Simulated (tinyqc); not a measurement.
Thermal RC ladder, step response: course of the time stepping.

A ladder of 3 nodes: R_i joins node i to node i + 1, the last R to the ambient; C_i is the heat capacity of node i; theta is the rise above ambient, zero at t = 0. d theta/dt = -A theta + b with b = (Pw/C_1, 0, ...), times in ms.

A = C^(-1) K, K_ii = 1/R_(i-1) + 1/R_i (no first term for node 1), K_(i,i+1) = K_(i+1,i) = -1/R_i.

Explicit Euler: theta(new) = theta + dt (b - A theta).

Sixteen steps, against the exact rise Pw Z(t); the run counts as sound if the error in the last step is under 5 % of the exact rise. The time constants tau_k are the inverse eigenvalues of A; the rise of node 1 per watt is Z(t) = sum_k r_k (1 - exp(-t/tau_k)), with r_k = v_k1^2 tau_k/C_1 and v_k the unit eigenvectors of C^(-1/2) K C^(-1/2).

Parameters, values chosen for the exercise:
- R = [0.99, 1.6, 0.27] K/W (resistances, junction to ambient)
- C = [0.2, 6.4, 20] mJ/K (heat capacities of the nodes)
- Pw = 2.1 W (power at node 1 from t = 0)
- dt = 0.47 ms (time step)

Course of the iteration:
```
step  t (ms)  theta_1 (K)  exact (K)  error (K)
1       0.47        4.935    1.93472       3.00
2       0.94     -1.84439    2.23385      -4.08
3       1.41      8.33768    2.38610       5.95
4       1.88     -6.07892    2.52033      -8.60
5       2.35      15.1416    2.64796       12.5
6       2.82     -15.3022    2.77025      -18.1
7       3.29      29.1201    2.88755       26.2
8       3.76     -34.9767    3.00012      -38.0
9       4.23      58.1960    3.10821       55.1
10       4.7     -76.5797    3.21202      -79.8
11      5.17      119.009    3.31178        116
12      5.64     -164.223    3.40767       -168
13      6.11      246.511    3.49988        243
14      6.58     -348.560    3.58856       -352
15      7.05      514.117    3.67389        510
16      7.52     -735.990    3.75601       -740
```

Did this iteration meet its convergence test, and what does its course show?

No. The error alternates in sign and grows by a factor of about 1.45 a step. The step is 2.45 times the fastest time constant, 0.192 ms, and explicit Euler multiplies that mode by 1 - dt/tau = -1.45; it is stable only for dt < 2 tau. A rerun with dt = 0.2 ms ends 0.28 % above the exact rise at t = 7.60 ms.

Computed by the program tinyqc: `OMP_NUM_THREADS=1 python tinyqc.py 2520010 2520011 out.jsonl`, one thread of a shared Intel Xeon 2.30GHz, about 0.01 s for the whole run.
